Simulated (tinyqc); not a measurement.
Energy and delay of logic against supply voltage: one step of the calculation.

One expression serves below and above threshold: I(Vg) = Ik [ln(1 + exp((Vg - VT + dd V)/(al nf Vt)))]^al, with I_on = I(V) and I_off = I(0). Gate delay td = kd C V/I_on, clock period LD td. Per gate and cycle the switching energy is act C V^2 and the leakage energy I_off V LD td. No short-circuit current, no variation. Minima are sought above 0.09 V; below a few Vt gates no longer switch and the model has no meaning.

Problem. New V. Minimum-energy supply: E(V) is the energy per gate and cycle; with h = 0.001 V, E' = (E(V + h) - E(V - h))/(2 h), E'' = (E(V - h) - 2 E(V) + E(V + h))/h^2, V(new) = V - E'/E''.

Values chosen for this exercise; values of the order met in logic technologies:

| symbol | value | unit | meaning |
|---|---|---|---|
| T | 330 | K | temperature |
| VT | 0.27 | V | threshold voltage at zero drain bias |
| nf | 1.09 |  | slope factor |
| dd | 0.1 |  | barrier lowering per volt of supply |
| Ik | 1 | uA | specific current of a gate |
| al | 1.56 |  | exponent of the current law |
| C | 0.43 | fF | load capacitance of a gate |
| kd | 0.9 |  | delay factor |
| LD | 16 |  | logic depth |
| act | 0.3 |  | activity factor |

Constants: q = 1.602176634e-19 C, kB = 1.380649e-23 J/K, Vt = kB T/q. Results are converted to the units shown.

V after iteration 1 = 0.10989400 V

Give: E'; E''; V after iteration 2.

Solution.

E' = -1.2323 aJ/V
E'' = 320.47 aJ/V^2
V after iteration 2 = 0.11374 V

Program tinyqc, `OMP_NUM_THREADS=1 python tinyqc.py 2082105 2082106 out.jsonl`; Intel Xeon 2.30GHz, shared host, one thread, about 0.01 s.
